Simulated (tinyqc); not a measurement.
Ellipsometry and reflectance of a transparent film on an absorbing substrate: one step of the calculation.

Air (index 1), film, substrate with N2 = n2 - i k2; time factor exp(+i w t). q_j = sqrt(N_j^2 - sin^2 th), root with positive real part. Fresnel coefficients r_s = (q_a - q_b)/(q_a + q_b), r_p = (N_b^2 q_a - N_a^2 q_b)/(N_b^2 q_a + N_a^2 q_b). tan(Psi) exp(i Delta) = R_p/R_s, Delta taken from 0 to 360 degrees.

Problem. Psi, Delta and reflectances. beta = 2 pi d q1/lam, X = exp(-2 i beta), R = (r01 + r12 X)/(1 + r01 r12 X) for p and s.

Inputs (values chosen for the exercise):
- lam = 632.8 nm (wavelength)
- d = 97 nm (film thickness)

q1 = 2.1877246
r01,p = -0.060280079
r01,s = -0.72960106
r12,p = 0.21383539-0.00218993i
r12,s = -0.26516668+0.00241671i

Give: beta; X; R_p; R_s; Psi; Delta; |R_p|^2; |R_s|^2.

Solution.

beta = 2.107 rad
X = -0.4779+0.8784i
R_p = -0.1617+0.1859i
R_s = -0.6895-0.1279i
Psi = 19.36 degrees
Delta = 300.5 degrees
|R_p|^2 = 0.06071
|R_s|^2 = 0.4918

The bare substrate gives Psi = 10.57 and Delta = 179.23 degrees.

Program tinyqc, `OMP_NUM_THREADS=1 python tinyqc.py 2870126 2870127 out.jsonl`; Intel Xeon 2.30GHz, shared host, one thread, about 0.01 s.
